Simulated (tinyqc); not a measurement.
Worked calculation: Jacobi rotations on a symmetric matrix. Computed by tinyqc, a small Python program that keeps every step. Settings: method = jacobi. Command: `OMP_NUM_THREADS=1 python tinyqc.py 22893 22894 out.jsonl` (the two numbers bound the seeds that draw the settings). One thread of a shared host (Intel(R) Xeon(R) Processor @ 2.60GHz), about 0.01 s of CPU time with the checks.

## Jacobi rotation 1

A:
$$\begin{pmatrix}
2.46500 & -0.35600 & -1.26800 \\
-0.35600 & 3.06500 & 0.00500 \\
-1.26800 & 0.00500 & 3.30300
\end{pmatrix}$$

Take the largest off-diagonal element A_pq; tan 2 theta = 2 A_pq / (A_qq - A_pp) with |theta| <= pi/4; A' = J^T A J with J_pp = J_qq = cos, J_pq = sin, J_qp = -sin.

p, q, theta (rad): [1.00000, 3.00000, -0.62583]

A':
$$\begin{pmatrix}
1.54857 & -0.28560 & 0.00000 \\
-0.28560 & 3.06500 & 0.21259 \\
0.00000 & 0.21259 & 4.21943
\end{pmatrix}$$

## Jacobi rotation 2

As before.

p, q, theta (rad): [1.00000, 2.00000, -0.18012]

A':
$$\begin{pmatrix}
1.49656 & 0.00000 & 0.03808 \\
0.00000 & 3.11701 & 0.20915 \\
0.03808 & 0.20915 & 4.21943
\end{pmatrix}$$

## All rotations

The off-diagonal norm falls at every rotation.

Rotations:
```
step  p  q      theta  off-diagonal norm
1     1  3   -0.62583           5.04e-01
2     1  2   -0.18012           3.01e-01
3     2  3    0.18132           5.39e-02
4     1  3    0.01356           9.71e-03
5     1  2   -0.00434           1.32e-04
6     2  3   -0.00008           5.72e-07
7     1  3  -1.46e-07           4.51e-11
```

eigenvalues: [1.49602, 3.07869, 4.25829]
